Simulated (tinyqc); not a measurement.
# Schottky diode by the thermionic emission-diffusion theory: effects of single changes

Metal on an n-type semiconductor with one parabolic valley; V > 0 is forward bias (metal positive). The band bends as a parabola over the depletion layer, by Vd = Vbi - V; no image force. Carriers drift and diffuse up to the interface and leave it with the velocity vR.

Inputs (values chosen for the exercise); band and dielectric values those of a made-up semiconductor:
- T = 400 K (temperature)
- me = 0.118 m0 (electron mass)
- eps_r = 8.71 (relative permittivity)
- mun = 43 cm^2/(V s) (electron mobility)
- phi = 1 eV (barrier height seen from the metal)
- Nd = 1e15 cm^-3 (donor density)
- V = 0.35 V (bias)

Constants: q = 1.602176634e-19 C, kB = 1.380649e-23 J/K, h = 6.62607015e-34 J s, m0 = 9.1093837015e-31 kg, Vt = kB T/q, eps0 = 8.8541878128e-14 F/cm where lengths are in cm. Results are converted to the units shown.

Each table varies one quantity; the others keep the values above.

## Effect of the mobility

A* = 4 pi q me m0 kB^2/h^3 (times 1e-4 for A/(cm^2 K^2)); Nc = 2 (2 pi me m0 kB T/h^2)^1.5 (times 1e-6 for cm^-3); Vbi = phi - Vt ln(Nc/Nd); vR = A* T^2/(q Nc). LD = sqrt(eps0 eps_r Vt/(q Nd)), a = sqrt((Vbi - V)/Vt), D(a) = exp(-a^2) int_0^a exp(s^2) ds (Dawson), vD = mun Vt/(sqrt(2) LD D(a)). J = q Nc [vR vD/(vR + vD)] exp(-phi/Vt) [exp(V/Vt) - 1].

The same in every row: vR (cm/s) = 9.043e6.

Effect of the mobility:

| mun (cm^2/(V s)) | vD (cm/s) | vD/(vR + vD) | J (A/cm^2) |
|---|---|---|---|
| 1.2 | 1.465e4 | 0.001618 | 2.372e-5 |
| 4.4 | 5.373e4 | 0.005906 | 8.659e-5 |
| 16 | 1.954e5 | 0.02115 | 3.100e-4 |
| 57 | 6.960e5 | 0.07147 | 0.001048 |
| 210 | 2.564e6 | 0.2209 | 0.003239 |
| 750 | 9.158e6 | 0.5032 | 0.007377 |
| 2700 | 3.297e7 | 0.7848 | 0.01151 |
| 9800 | 1.197e8 | 0.9297 | 0.01363 |

J rises from 2.37e-5 to 0.0136 A/cm^2, as mun^(1.00) between the first two rows and mun^(0.13) between the last two. vD equals vR at mun = 741 cm^2/(V s): below that diffusion limits the current, above it emission. In 2 of the 8 rows vD exceeds 3e7 cm/s, beyond usual saturation velocities, since the low-field mobility is used at the surface field.

## Effect of the doping

Same model as above.

The same in every row: vR (cm/s) = 9.043e6.

Results:

| Nd (cm^-3) | vD (cm/s) | vD/(vR + vD) | J (A/cm^2) |
|---|---|---|---|
| 8.3e13 | 1.316e5 | 0.01434 | 2.103e-4 |
| 8e14 | 4.645e5 | 0.04886 | 7.163e-4 |
| 2.5e15 | 8.663e5 | 0.08743 | 0.001282 |
| 7.8e15 | 1.606e6 | 0.1508 | 0.002211 |
| 2.4e16 | 2.942e6 | 0.2455 | 0.003599 |
| 7.6e16 | 5.453e6 | 0.3762 | 0.005515 |
| 2.4e17 | 1.006e7 | 0.5267 | 0.007721 |

Estimate the missing row, Nd = 2.6e14 cm^-3.

Computed row:

| Nd (cm^-3) | vD (cm/s) | vD/(vR + vD) | J (A/cm^2) |
|---|---|---|---|
| 2.6e14 | 2.495e5 | 0.02685 | 3.937e-4 |

With this row back in the table: vD rises from 1.32e5 to 1.01e7 cm/s, as Nd^(0.54) at fixed mobility, and J rises from 2.10e-4 to 0.00772 A/cm^2, while the pure emission value 0.0147 A/cm^2 does not depend on Nd.

## Current against voltage

Same model as above.

Ideality n = (dV/d ln[J/(1 - exp(-V/Vt))])/Vt.

Result of one run:

| V (V) | vD (cm/s) | vD/(vR + vD) | J (A/cm^2) | n |
|---|---|---|---|---|
| 0.219 | 6.1409e5 | 0.063592 | 2.0811e-5 | 1.0342 |

What becomes of these results when the bias V is changed from 0.219 to 0.304 V, all else the same?

Result of the changed run:

| V (V) | vD (cm/s) | vD/(vR + vD) | J (A/cm^2) | n |
|---|---|---|---|---|
| 0.304 | 5.5801e5 | 0.058122 | 2.2432e-4 | 1.0421 |

The whole series:

| V (V) | vD (cm/s) | vD/(vR + vD) | J (A/cm^2) | n |
|---|---|---|---|---|
| 0.05 | 7.1233e5 | 0.073022 | 1.3607e-7 | 1.0249 |
| 0.135 | 6.6477e5 | 0.068481 | 1.9236e-6 | 1.0288 |
| 0.219 | 6.1409e5 | 0.063592 | 2.0811e-5 | 1.0342 |
| 0.304 | 5.5801e5 | 0.058122 | 2.2432e-4 | 1.0421 |
| 0.389 | 4.9528e5 | 0.051928 | 0.0023602 | 1.0549 |
| 0.474 | 4.2245e5 | 0.044632 | 0.023886 | 1.0790 |
| 0.558 | 3.3398e5 | 0.035618 | 0.21803 | 1.1336 |
| 0.643 | 2.2351e5 | 0.024121 | 1.7386 | 1.2533 |

vD falls from 7.12e5 to 2.24e5 cm/s and the share vD/(vR + vD) falls from 0.0730 to 0.0241; n goes from 1.025 to 1.253. It exceeds 1 only as far as vD, which falls with the surface field, limits the current.

tinyqc, about 0.01 s, one thread, Intel Xeon 2.30GHz (shared host): `OMP_NUM_THREADS=1 python tinyqc.py 2640168 2640169 out.jsonl`
